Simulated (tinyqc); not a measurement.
Shallow donor in an anisotropic valley (effective-mass theory): one step. The minimum. Three cases, with inputs chosen for the exercise.

Task: Minimise over a and b. The Mott estimate n_c = (0.25/a_m)^3 uses a_m = (a^2 b)^(1/3); 1/angstrom^3 = 1e24/cm^3.

One valley: H = -c [(d2/dx2 + d2/dy2)/mt + (d2/dz2)/ml] - q/(eps r), c = hbar^2/2m0, q = e^2/(4 pi eps0). Trial function exp(-sqrt((x^2 + y^2)/a^2 + z^2/b^2)) with a > b: T = (c/3)(2/(mt a^2) + 1/(ml b^2)), V = -(q/eps) atan(u/b)/u, u = sqrt(a^2 - b^2). The central cell of the impurity is left out.

Constants: hbar^2/2m0 = 3.80998211 eV angstrom^2; e^2/(4 pi eps0) = 14.39964547 eV angstrom.

Case 1.

Values chosen (out of a larger set: near those of 3C SiC; not measured data):
- ml = 0.657 m0 (longitudinal mass)
- mt = 0.253 m0 (transverse mass)
- eps = 9.7 (dielectric constant)

Case 2.

Values chosen (out of a larger set: near those of a group-V donor in Si; not measured data):
- ml = 0.893 m0 (longitudinal mass)
- mt = 0.194 m0 (transverse mass)
- eps = 11.5 (dielectric constant)

Case 3.

Values chosen (out of a larger set: near those of GaP; not measured data):
- ml = 2.061 m0 (longitudinal mass)
- mt = 0.241 m0 (transverse mass)
- eps = 11 (dielectric constant)

Give: a; b; E; a_m; n_c.

Result:

Case 1.

a = 16.83 angstrom
b = 12.00 angstrom
E = -48.881 meV
a_m = 15.03 angstrom
n_c = 4.60 x 1e18/cm^3

b/a = 0.713. The binding energy is 1.336 times Ry*(mt). The central cell of a real donor shrinks the orbit and raises n_c.

Case 2.

a = 23.64 angstrom
b = 13.79 angstrom
E = -30.912 meV
a_m = 19.75 angstrom
n_c = 2.03 x 1e18/cm^3

b/a = 0.584. The binding energy is 1.549 times Ry*(mt). The central cell of a real donor shrinks the orbit and raises n_c (3.7 x 1e18/cm^3 for P in Si).

Case 3.

a = 16.62 angstrom
b = 7.82 angstrom
E = -48.254 meV
a_m = 12.92 angstrom
n_c = 7.24 x 1e18/cm^3

b/a = 0.470. The binding energy is 1.781 times Ry*(mt). The central cell of a real donor shrinks the orbit and raises n_c.

Computed by tinyqc, one run a case: `OMP_NUM_THREADS=1 python tinyqc.py N N+1 out.jsonl` with N = 1252464, 1252480, 1280039; one thread of a shared Intel(R) Xeon(R) Processor @ 2.30GHz, about 0.01 s a run at most.
